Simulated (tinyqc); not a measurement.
# Memristor with linear dopant drift, Biolek window: effect of the frequency on the first half period

A film of thickness D has a doped share x: R = Ron x + Roff (1 - x), i = v/R, dx/dt = k i F with k = mv Ron/D^2 and F = 1 - x^(2 p) for i >= 0 and 1 - (x - 1)^(2 p) for i < 0. The drive is v = V0 sin(2 pi f t). The model has no threshold and no heating.

The equation is integrated to convergence over the first half period; the lobe area is the integral of i dv, down branch less up branch.

Parameters, values chosen for the exercise: resistance of the fully doped film Ron = 100 ohm; resistance of the undoped film Roff = 40000 ohm; film thickness D = 15 nm; dopant mobility mv = 9.5e-15 m^2/(V s); doped share at t = 0 x0 = 0.2; amplitude V0 = 1.1 V; window exponent p = 5.

Effect of the frequency on the first half period:
```
f (Hz),x at half period,R0/R(half period),peak i (uA),lobe area (uW)
0.34,0.3498,1.229,37.89,2.860
0.58,0.2840,1.117,36.25,1.468
0.98,0.2486,1.064,35.43,0.8109
1.7,0.2276,1.036,34.96,0.4491
2.8,0.2167,1.021,34.71,0.2670
4.7,0.2099,1.012,34.57,0.1571
8,0.2058,1.007,34.48,0.09157
14,0.2033,1.004,34.42,0.05208
```

What does the table show?

As f goes from 0.34 to 14 Hz, x at half period falls from 0.350 to 0.203, the resistance ratio falls from 1.23 to 1.00 and the lobe area falls from 2.86 to 0.0521 uW. Between the last two rows the area goes as f^(-1.01): at high frequency too little charge passes, and the loop closes to the line of a fixed resistor.

Computed by the program tinyqc: `OMP_NUM_THREADS=1 python tinyqc.py 2880149 2880150 out.jsonl`, one thread of a shared Intel Xeon 2.30GHz, about 0.3 s for the whole run.
